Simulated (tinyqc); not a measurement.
Memristor with linear dopant drift, Biolek window: two steps of the calculation.

A film of thickness D has a doped share x: R = Ron x + Roff (1 - x), i = v/R, dx/dt = k i F with k = mv Ron/D^2 and F = 1 - x^(2 p) for i >= 0 and 1 - (x - 1)^(2 p) for i < 0. The drive is v = V0 sin(2 pi f t). The model has no threshold and no heating.

Parameters, values chosen for the exercise:

| symbol | value | unit | meaning |
|---|---|---|---|
| Ron | 500 | ohm | resistance of the fully doped film |
| Roff | 40000 | ohm | resistance of the undoped film |
| D | 10 | nm | film thickness |
| mv | 2.4e-14 | m^2/(V s) | dopant mobility |
| x0 | 0.31 |  | doped share at t = 0 |
| V0 | 0.7 | V | amplitude |
| p | 2 |  | window exponent |
| f | 4 | Hz | frequency |

Question 1. Rate constant, charge and flux scales. k = mv Ron/D^2; R0 = R(x0); without a window the film fills (x = 1) after the charge (1 - x0)/k and the flux (R0^2 - Ron^2)/(2 k (Roff - Ron)); half a period supplies the flux V0/(pi f).

Wanted: k; R0; charge to fill; flux to fill; flux of half a period.

Answer 1.

k = 1.2000e5 1/C
R0 = 27755 ohm
charge to fill = 5.7500 uC
flux to fill = 0.081233 V s
flux of half a period = 0.055704 V s

Half a period supplies 68.6 % of the flux to fill.

Question 2. One Runge-Kutta step. Step h = 1/(16 f), from t = j h. With g(t, x) = dx/dt: k1 = g(t, x), k2 = g(t + h/2, x + h k1/2), k3 = g(t + h/2, x + h k2/2), k4 = g(t + h, x + h k3), x(new) = x + h (k1 + 2 k2 + 2 k3 + k4)/6.

x at step 1 = 0.31913618
j = 1

Give: k1..k4; x at step 2.

Answer 2.

k1..k4 (1/s): [1.1613, 1.7061, 1.7157, 2.2231]
x at step 2 = 0.34577

tinyqc, about 0.2 s, one thread, Intel Xeon 2.30GHz (shared host): `OMP_NUM_THREADS=1 python tinyqc.py 2880009 2880010 out.jsonl`
